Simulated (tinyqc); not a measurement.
Worked calculation: current of a Schottky diode by thermionic-emission-diffusion theory, and its read-back from I-V-T and C-V data. Computed by tinyqc, a small Python program that keeps every step. Command: `OMP_NUM_THREADS=1 python tinyqc.py 3029316 3029317 out.jsonl schottky walk`. One thread of a shared host (Intel(R) Xeon(R) Processor @ 2.30GHz), about 0.01 s of CPU time with the checks. Intermediate numbers are printed to about 6 digits and carried at full precision; extremes and crossings named in words are read from the listed rows.

Full ionisation, no tunnelling, no recombination current. V is the voltage across the junction itself, forward positive.

Inputs (values chosen for the exercise, modelled on n-type Ga2O3):
```
quantity                                     value           unit
Richardson constant A*                        33.8   A/(cm^2 K^2)
effective density of states at 300 K, N_c  3.9e+18         1/cm^3
permittivity eps                              10.2              -
mobility mu                                    150     cm^2/(V s)
barrier without image force phi_0             1.13             eV
doping N                                   4.1e+15         1/cm^3
series resistance R_s                         0.17  milliohm cm^2
junction voltage V                            0.44              V
temperature T                                  300              K
```

Barrier: uniform.

Constants: k_B = 8.617333262e-05 eV/K; e = 1.602176634e-19 C; eps_0 = 8.8541878128e-12 F/m.

## Barrier at the given bias

N_c(T) = N_c (T/300 K)^(3/2); V_bi = phi_0 - (k_B T/e) ln(N_c(T)/N); surface field F = sqrt(2 e N (V_bi - V - k_B T/e)/(eps eps_0)); image lowering d_phi = sqrt(e F/(4 pi eps eps_0)); effective barrier phi = phi_0 - d_phi.

built-in voltage V_bi = 0.952714 V

surface field F = 26.6128 kV/cm

image lowering = 19.3830 meV

effective barrier phi = 1.11062 eV

## Current

Collection velocity v_R = A* T^2/(e N_c(T)); diffusion velocity v_D = mu F; J = e N_c(T) v_R/(1 + v_R/v_D) exp(-phi/k_B T) [exp(e V/k_B T) - 1]. Terminal voltage V + J R_s.

v_R = 4.86838e+06 cm/s

v_D = 3.99192e+06 cm/s

current density J = 7.43058e-06 A/cm^2

terminal voltage = 0.440000 V

v_D/v_R = 0.820: both steps matter.

## Read-back from the I-V curve

Ideality n = (e/k_B T)/(d ln J/dV) by a central difference of +/- 1 mV; J_0 = J exp(-e V/(n k_B T)); apparent barrier phi_IV = k_B T ln(A* T^2/J_0); a C-V plot gives phi_CV = phi_0, the mean without lowering.

ideality factor n = 1.02516

extrapolated J_0 = 4.57875e-13 A/cm^2

apparent barrier phi_IV = 1.12043 eV

phi_CV - phi_IV = 9.56903 meV

n exceeds 1 because forward bias lowers the field, which weakens the image lowering and v_D.

## Temperature series and Richardson plot

A least-squares line of ln(J_0/T^2) against 1/(k_B T) gives a barrier (minus the slope) and a Richardson constant (exp of the intercept).

At the same junction voltage:
```
T (K)  1/k_B T (1/eV)        n  J_0 (A/cm^2)  phi_IV (eV)  ln(J_0/T^2)
200           58.0226  1.01649   1.14506e-22      1.11402     -61.1181
250           46.4181  1.02037   6.37471e-17      1.11713     -48.3345
300           38.6817  1.02516   4.57875e-13      1.12043     -39.8197
350           33.1558  1.03115   2.71855e-10      1.12385     -33.7416
400           29.0113  1.03877   3.38796e-08      1.12728     -29.1834
450           25.7878  1.04868   1.49120e-06      1.13057     -25.6344
```

barrier from the Richardson plot = 1.10070 eV

Richardson constant from the plot = 15.6816 A/(cm^2 K^2)

From 200 to 450 K n goes from 1.016 to 1.049 and phi_IV from 1.114 to 1.131 eV. The plot returns 1.101 eV against phi_0 = 1.13 and a constant 0.464 times the true A*: the diffusion step lowers the prefactor.

## Forward curve with series resistance

Terminal voltage V + J R_s; apparent ideality from neighbouring rows, (e/k_B T) dV_terminal/d ln J.

Forward curve; the last column belongs to the interval up to the next row:
```
V (V)   J (A/cm^2)  terminal voltage (V)  apparent n
0.225  2.14843e-09              0.225000     1.01831
0.313  6.07956e-08              0.313000     1.02133
0.400  1.64014e-06              0.400000     1.02546
0.488  4.53438e-05              0.488000     1.03153
0.575  1.18407e-03              0.575000     1.04144
0.663  3.11146e-02              0.663005     1.06151
0.750  7.44277e-01              0.750127     1.14185
0.838  1.60187e+01              0.840723           -
```

The resistance takes over where J R_s exceeds k_B T/e, at J = 152 A/cm^2, which these rows hardly reach.

Checks made by the program: v_D = mu F against the drift-diffusion integral over the parabolic barrier, a ratio 2 y Dawson(y) with y^2 = (V_bi - V)/(k_B T/e) - 1 (relative difference 3e-02).
